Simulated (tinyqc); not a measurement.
Inside a calculation: band offset of a heterojunction with an interface dipole (two-band chains, self-consistent charge). Values are carried at full precision from step to step, so a last printed digit may differ when a step is redone from the rounded ones.

Sites alternate A, C. Left: A at -G1/2, C at +G1/2, hopping -t1; right: A at D - G2/2, C at D + G2/2, hopping -t2; the bonds across the two interfaces of a ring (C left to A right, C right to A left) have -sqrt(t1 t2). D is the offset of the mid-gaps, so Ev(right) - Ev(left) = D - (G2 - G1)/2 and Ec(right) - Ec(left) = D + (G2 - G1)/2. The closing bond has its sign reversed (antiperiodic ring). Half the levels are filled with two electrons each. The charge moved is q = (electrons on the left) less one a site; the mean over the two interfaces, q/2, is taken as the charge that crosses each, and its dipole opposes the offset: D = D0 - u q/2.

Inputs chosen for the exercise (gaps near those of InGaAs and InP; the chains and D0 are free models, so the offsets are not those of the real pair; the results hold for these values, not for the real material):
- G1 = 0.73 eV (gap on the left)
- G2 = 1.37 eV (gap on the right)
- t1 = 2.22 eV (hopping on the left)
- t2 = 2.54 eV (hopping on the right)
- D0 = -0.35 eV (mid-gap of the right side above that of the left, without dipole)
- n = 2 (cells a side in the small ring)
- u = 9 eV (potential step per electron moved across)
- mx = 0.3 (mixing)

## The small ring at D = D0

Fill in H.

H (eV):
```
         AL1      CL1      AL2      CL2      AR1      CR1      AR2      CR2
AL1  -0.3650  -2.2200        0        0        0        0        0   2.3746
CL1  -2.2200   0.3650  -2.2200        0        0        0        0        0
AL2        0  -2.2200  -0.3650  -2.2200        0        0        0        0
CL2        0        0  -2.2200   0.3650  -2.3746        0        0        0
AR1        0        0        0  -2.3746  -1.0350  -2.5400        0        0
CR1        0        0        0        0  -2.5400   0.3350  -2.5400        0
AR2        0        0        0        0        0  -2.5400  -1.0350  -2.5400
CR2   2.3746        0        0        0        0        0  -2.5400   0.3350
```

## Levels and site charges

Diagonalise, fill the lower half with two electrons each, and sum the electrons on the left (L) less one a site.

levels (eV): -4.9510  -4.3173  -2.2027  -1.8856  1.6504  1.7965  4.1575  4.3521

electrons on the sites: AL1 1.1472, CL1 0.8135, AL2 1.1487, CL2 0.7959, AR1 1.2442, CR1 0.7961, AR2 1.2399, CR2 0.8144

q = -0.0947 electrons

Electrons move to the right, the side whose mid-gap lies lower.

## Self-consistent offset

From here on the ring has 24 cells a side.

Start at D = D0; D(out) = D0 - u q(D)/2; D(new) = D + mx (D(out) - D); stop when |D(out) - D| < 1e-7 eV.

Iterations:
```
i    D (eV)         q  D(out) (eV)  D(out) - D
0  -0.35000  -0.18236      0.47061       0.821
1  -0.10382  -0.05324     -0.11043    -0.00661
2  -0.10580  -0.05426     -0.10584   -3.68e-05
3  -0.10581  -0.05426     -0.10581   -2.03e-07
4  -0.10581  -0.05426     -0.10581   -1.12e-09
```

D = -0.1058 eV

Converged at i = 4: the dipole removes 70 % of the starting offset.

## Linear response

chi = (q(+h) - q(-h))/(2h) at D = 0 with h = 0.01 eV; S = 1/(1 + u chi/2); linear estimate D = S D0.

chi = 0.51204 1/eV
S = 0.3026
linear estimate of D = -0.1059 eV

The self-consistent value is -0.1058 eV, +0.1 meV from the estimate. At D = 0 no net charge crosses: the mid-gaps are the neutrality levels of these symmetric chains.

## The line-up

Ev(right) - Ev(left) = D - (G2 - G1)/2 and Ec(right) - Ec(left) = D + (G2 - G1)/2, for D0, for the self-consistent D and for D = 0. Type I: the offsets have opposite signs; type III: one valence edge lies above the other conduction edge; else type II.

Offsets (eV):
```
case                            D  valence  conduction                 type
no dipole                  -0.350   -0.670      -0.030  type II (staggered)
self-consistent            -0.106   -0.426       0.214  type I (straddling)
neutrality levels aligned   0.000   -0.320       0.320  type I (straddling)
```

The dipole changes the type of the junction.

## Checks

- q at D = 0 against zero, as particle-hole symmetry demands: both 0.000000.
- q at the self-consistent D on 24 against 48 cells a side: both -0.0543.

tinyqc: `OMP_NUM_THREADS=1 python tinyqc.py 1450052 1450053 out.jsonl`; about 0.4 s, one thread, shared Intel(R) Xeon(R) Processor @ 2.30GHz.
